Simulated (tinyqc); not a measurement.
p-i-n power rectifier, conductivity modulation at high injection: one step of the calculation.

A drift layer from x = -d to d (2 d = W) between ideal p+ and n+ emitters (no recombination in them). High injection, n = p, ambipolar diffusion with one lifetime; both mobilities scale as (T/300 K)^(-bt).

Task. Carrier profile. Da = 2 mun mup Vt/(mun + mup), La = sqrt(Da tau), B = (mun - mup)/(mun + mup) with mun = mud (T/300 K)^(-bt), mup likewise; n(x) = (tau J/(2 q La)) [cosh(x/La)/sinh(d/La) - B sinh(x/La)/cosh(d/La)]. 8 equal steps.

Inputs (values chosen for the exercise); bulk values close to those of 4H silicon carbide: temperature T = 350 K; drift mobility at 300 K mud = 790 cm^2/(V s); temperature exponent of the drift mobility bt = 2.4; hole mobility at 300 K mup = 112 cm^2/(V s); forward current density J = 100 A/cm^2; high-level lifetime tau = 7e-7 s.

Constants: q = 1.602176634e-19 C, kB = 1.380649e-23 J/K, Vt = kB T/q. Results are converted to the units shown.

drift thickness W = 35.511689 um

Give: Da; La; B; x; n.

Result.

Da = 4.087 cm^2/s
La = 16.91 um
B = 0.7517

```
point,x (um),n (cm^-3)
0,-17.76,2.411e17
1,-13.32,1.894e17
2,-8.88,1.508e17
3,-4.44,1.227e17
4,0.00,1.030e17
5,4.44,9.054e16
6,8.88,8.430e16
7,13.32,8.391e16
8,17.76,8.933e16
```

d/La = 1.05.

tinyqc, about 0.01 s, one thread, Intel Xeon 2.30GHz (shared host): `OMP_NUM_THREADS=1 python tinyqc.py 2230140 2230141 out.jsonl`
